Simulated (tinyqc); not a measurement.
From results back to parameters: gated graphene: carriers, quantum capacitance and optical conductivity. Five cases, with inputs chosen for the exercise.

Problem. At low temperature the interband edge lies at 2|mu|, n = mu^2/(pi hv^2), and V = mu/e + e n/Cox with Cox/e^2 = k/(4 pi e2 t), e2 = e^2/(4 pi eps0), t in angstrom. The edge and the voltage are given; hv is hidden.

Constants: e^2/(4 pi eps0) = 14.39964547 eV angstrom.

Case 1.

Values chosen (out of a larger set: Fermi velocity near that of graphene, gate dielectric near hBN; not measured data): k = 3.35 (dielectric constant of the gate layer); t = 10 nm (its thickness).

edge = 0.5800 eV
V = 3.26644 V

Case 2.

Values chosen (out of a larger set: Fermi velocity near that of graphene, gate dielectric near HfO2; not measured data): k = 18.4 (dielectric constant of the gate layer); t = 10 nm (its thickness).

edge = 0.3980 eV
V = 0.520453 V

Case 3.

Values chosen (out of a larger set: Fermi velocity near that of graphene, gate dielectric near SiO2; not measured data): k = 3.95 (dielectric constant of the gate layer); t = 285 nm (its thickness).

edge = 0.6320 eV
V = 107.236 V

Case 4.

Values chosen (out of a larger set: Fermi velocity near that of graphene, gate dielectric near SiO2; not measured data): k = 3.94 (dielectric constant of the gate layer); t = 285 nm (its thickness).

edge = 0.5040 eV
V = 65.6625 V

Case 5.

Values chosen (out of a larger set: Fermi velocity near that of graphene, gate dielectric near HfO2; not measured data): k = 18.71 (dielectric constant of the gate layer); t = 10 nm (its thickness).

edge = 0.4000 eV
V = 0.463971 V

Find: n; hv; vF (hbar = 6.58211957e-16 eV s).
Solution. mu is half the edge; n = Cox (V - mu/e)/e; hv = mu/sqrt(pi n).

Case 1.

n = 5.51e+12 1/cm^2
hv = 6.97 eV angstrom
vF (hbar = 6.58211957e-16 eV s) = 1.06e+06 m/s

Case 2.

n = 3.27e+12 1/cm^2
hv = 6.21 eV angstrom
vF (hbar = 6.58211957e-16 eV s) = 9.43e+05 m/s

Case 3.

n = 8.19e+12 1/cm^2
hv = 6.23 eV angstrom
vF (hbar = 6.58211957e-16 eV s) = 9.47e+05 m/s

Case 4.

n = 5.00e+12 1/cm^2
hv = 6.36 eV angstrom
vF (hbar = 6.58211957e-16 eV s) = 9.66e+05 m/s

Case 5.

n = 2.73e+12 1/cm^2
hv = 6.83 eV angstrom
vF (hbar = 6.58211957e-16 eV s) = 1.04e+06 m/s

Computed by tinyqc, one run a case: `OMP_NUM_THREADS=1 python tinyqc.py N N+1 out.jsonl` with N = 1680133, 1680240, 1680260, 1680272, 1680288; one thread of a shared Intel(R) Xeon(R) Processor @ 2.30GHz, about 0.01 s a run at most.
